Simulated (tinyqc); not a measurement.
The choice of windows: band offset from the macroscopic average of a supercell potential.

A model of the planar-averaged electrostatic energy of an electron in a periodic cell of N1 periods of A (L1 = N1 n1 h) and N2 periods of B (L2 = N2 n2 h), on z_j = j h: V(z) = f VA + (1 - f) VB + F t(z), VA = V1[0] + V1[1] cos(2 pi z/(n1 h)) + V1[2] cos(4 pi z/(n1 h)), VB the same with V2, n2 and z - L1. f = [tanh(z/w) - tanh((z - L1)/w) + tanh((z - L1 - L2)/w)]/2 + 1/2; t(z) = z - L1/2 in A and (L1/L2)(L1 + L2/2 - z) beyond, so that the cell is periodic.

Running mean over n points, periodic: for odd n the plain mean of the n points centred on j; for even n the n + 1 points with half weight at both ends. The macroscopic average applies the mean over n1 points and then over n2 points.

Parameters, chosen for this exercise (gaps near those of GaAs and Ge; not measured data):
- h = 0.25 angstrom (grid step)
- n1 = 7 (grid points per period of A)
- n2 = 6 (grid points per period of B)
- N1 = 5 (periods of A)
- N2 = 4 (periods of B)
- V1 = (-6.25, 3.71, -0.56) eV (mean and two harmonics of the potential in A)
- V2 = (-4.31, 3.94, -0.93) eV (the same in B)
- w = 0.46 angstrom (width of the interfaces)
- F = 0.004 eV/angstrom (slope in A from opposite charges on the two interfaces)

dV read at j = 17 and 47 after means over the numbers of points listed; ripple is the spread over the five points around each.

Results:

| windows | dV (eV) | ripple in A (meV) | ripple in B (meV) |
|---|---|---|---|
| none | 8.642 | 6128 | 4518 |
| 7 only | 1.245 | 4 | 1046 |
| 6 only | 2.406 | 798 | 6 |
| 8 only | 0.794 | 603 | 1198 |
| 8, 7 | 2.037 | 4 | 147 |
| 7, 6 | 1.940 | 4 | 6 |

Which rows can be used, and how does a wrong window show?

The last row matches both periods and lies 0 meV from the value of a thick cell, V2[0] - V1[0] = 1.940 eV. Against it the raw potential errs by +6.70 eV. No other row is within 20 meV of it. A window one point too long leaves a ripple of 603 meV in A, against 4 meV in the last row: the ripple is the sign to look for. Rows to use, with under 30 meV of ripple in both regions once the tilt is taken off: 7, 6. A row with a large ripple can hit the right value only by chance.

Program tinyqc; command `OMP_NUM_THREADS=1 python tinyqc.py 1850991 1850992 out.jsonl`; about 0.01 s on one thread of a shared Intel(R) Xeon(R) Processor @ 2.30GHz.
